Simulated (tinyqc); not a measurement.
A particle near a wafer in liquid: double-layer and van der Waals forces (DLVO), deposition barrier and removal: one step, computed by the program tinyqc.

Sphere and flat wall, Derjaguin approximation, constant potentials in the linear-superposition form, no retardation and no hydration force.

Task: Barrier and secondary minimum. U(h) = Z R exp(-kappa h) - A R/(6 h); F(h) = -dU/dh = kappa Z R exp(-kappa h) - A R/(6 h^2), positive for repulsion. F = 0 reads x^2 exp(-x) = y with x = kappa h and y = A kappa/(6 Z); the left side peaks at x = 2 with 4/e^2 = 0.5413, so roots exist for smaller y: x < 2 is the barrier, x > 2 the secondary minimum.

Inputs (values chosen for the exercise, of the order of those for alumina on silica in water): particle radius R = 320 nm; Hamaker constant A = 1.1e-20 J; temperature T = 298 K.

kappa = 0.3450762 1/nm

Z = 14.10615 pN

Constants: k_B = 1.380649e-23 J/K.

Give: y; position of the barrier; barrier height; position of the secondary minimum; energy at the secondary minimum.

Result:

y = 0.04485

position of the barrier = 0.6915 nm

barrier height = 658.0 k_B T

position of the secondary minimum = 20.27 nm

energy at the secondary minimum = -6.029 k_B T

A barrier above 15 k_B T practically stops deposition. The secondary minimum is deep enough to hold particles loosely.
